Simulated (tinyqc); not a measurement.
# Heavy doping: band filling, gap narrowing, band tails and the effective intrinsic density, step by step

A worked calculation. Computed by tinyqc, a small Python program that keeps every step. Command: `OMP_NUM_THREADS=1 python tinyqc.py 3027603 3027604 out.jsonl gapnarrow walk`. One thread of a shared host (Intel(R) Xeon(R) Processor @ 2.30GHz), about 0.03 s of CPU time with the checks. Intermediate numbers are printed to about 6 digits and carried at full precision; extremes and crossings named in words are read from the listed rows.

An n-type crystal above its Mott density, with all dopants ionised: n = N_D - N_A, ionised centres N_I = N_D + N_A. Valleys are taken as spherical with mass m_e.

Inputs (values chosen for the exercise, modelled on CdS):
```
quantity                      value   unit
gap E_g                        2.55     eV
electron mass m_e             0.197    m_0
valleys M_c                       1      -
hole mass m_h                 0.811    m_0
dielectric constant eps        8.66      -
donor density N_D           1.9e+19  cm^-3
compensation ratio N_A/N_D      0.3      -
temperature T                   400      K
```

Conduction band: non-parabolic (Kane).

Constants: a_0 = 0.529177210903 angstrom; Ry = 13.605693123 eV; k_B = 8.617333262e-05 eV/K; hbar^2/(2 m_0) = 3.80998212 eV angstrom^2; e = 1.602176634e-19 C; eps_0 = 8.8541878128e-12 F/m; e^2/(4 pi eps_0) = 14.39964548 eV angstrom.

## Scales

n = N_D (1 - ratio); Ry* = Ry m_e/eps^2, a* = a_0 eps/m_e; r_s = (3/(4 pi n))^(1/3)/a*; k_F = (3 pi^2 n/M_c)^(1/3); Mott density (0.26/a*)^3.

n = 1.33e+19 cm^-3

Ry* = 35.7397 meV

a* = 23.2623 angstrom

r_s = 1.12556

k_F = 0.0732978 1/angstrom

Mott density = 1.39625e+18 cm^-3

## Band filling

n = M_c (1/(2 pi^2)) (m_e/(hbar^2/2m_0))^(3/2) int sqrt(E (1 + aE)) (1 + 2 aE) f dE with a = (1 - m_e)^2/E_g, f = 1/(1 + exp((E - E_F)/k_B T)); trapezoid rule in t = sqrt(E/k_B T), step 0.02 up to 12; E_F by bisection from the band edge. At T = 0, E_F (1 + a E_F) = (hbar^2/2m_0) k_F^2/m_e; dn/dE_F uses f (1 - f)/k_B T in place of f.

E_F above the band edge = 88.8427 meV

E_F at T = 0 = 101.310 meV

E_F/k_B T = 2.57744

dn/dE_F = 1.78362e+20 cm^-3/eV

## Screening, narrowing and potential fluctuations

Screening: q^2 = (e/(eps eps_0)) dn/dE_F. Exchange lowers the conduction band by (1/pi) k_F e^2/(4 pi eps_0 eps) (T = 0 Hartree-Fock at k_F, taken as a rigid shift). Screening raises the valence band by (q/2) e^2/(4 pi eps_0 eps) (static Coulomb hole). The narrowing is the sum; electron correlation and carrier-ion shifts are left out. Root-mean-square potential of randomly placed ions: V_rms = (e^2/(4 pi eps_0 eps)) sqrt(2 pi N_I/q).

screening length 1/q = 16.3805 angstrom

exchange term = 38.7949 meV

Coulomb-hole term = 50.7547 meV

gap narrowing = 89.5497 meV

V_rms = 83.8370 meV

V_rms is 0.94 of the larger of E_F and k_B T, so band tails matter.

## What optics and devices see

Absorption edge of a direct gap, from the valence band at k_F (T = 0 value) to the Fermi level: E_g - narrowing + E_F + (hbar^2/2m_0) k_F^2/m_h, k_F = (3 pi^2 n)^(1/3); the shift is the edge less E_g. n p/n_i^2 = exp(narrowing/k_B T) x (n/N) exp(-E_F/k_B T), N being the limit of n exp(-E_F/k_B T) far below the edge (taken at E_F = -12 k_B T); apparent narrowing = k_B T ln(n p/n_i^2).

shift of the absorption edge = 24.5327 meV

absorption edge = 2.57453 eV

apparent narrowing = 46.8281 meV

log10(n p/n_i^2) = 0.590008

Degeneracy takes back 42.7 meV of the 89.5 meV of narrowing, and the minority density stays above its ideal value n_i^2/n.

## Filling against narrowing

The compensation ratio is held; the absorption edge is given only for E_F above 2 k_B T.

Against carrier density (energies in meV):
```
n (cm^-3)      E_F  narrowing  apparent narrowing    V_rms  shift of the absorption edge
2.70e+18     0.302     52.749             43.6061   49.175                             -
5.30e+18    32.110     67.032             49.3297   60.779                             -
9.30e+18    64.235     80.413             49.9681   73.656                             -
1.30e+19    87.151     88.952             47.1363   83.135                        23.057
2.10e+19   127.075    101.996             36.7861   99.564                        59.303
3.30e+19   175.214    115.435             17.6661  118.613                       106.037
5.30e+19   240.673    131.178            -15.7194  142.842                       172.936
```

Narrowing grows with exponent 0.27 between the last rows (exchange goes as n^(1/3), the Coulomb hole as n^(1/6) in a degenerate parabolic band) and E_F with 0.67 (2/3 for a parabolic band at T = 0, towards 1/3 in a Kane band). The apparent narrowing peaks at 50.0 meV near 9.3e18 cm^-3 and then falls, as E_F grows faster than the narrowing. In rows with E_F below 2 k_B T the T = 0 exchange term is overstated. Where V_rms is above half of E_F, band tails blur the edge by more than small net shifts. Filling outweighs narrowing at the absorption edge in every degenerate row (a net Burstein-Moss blue shift).

Checks made by the program: E_F at low temperature against the T = 0 value (relative difference 3e-04).
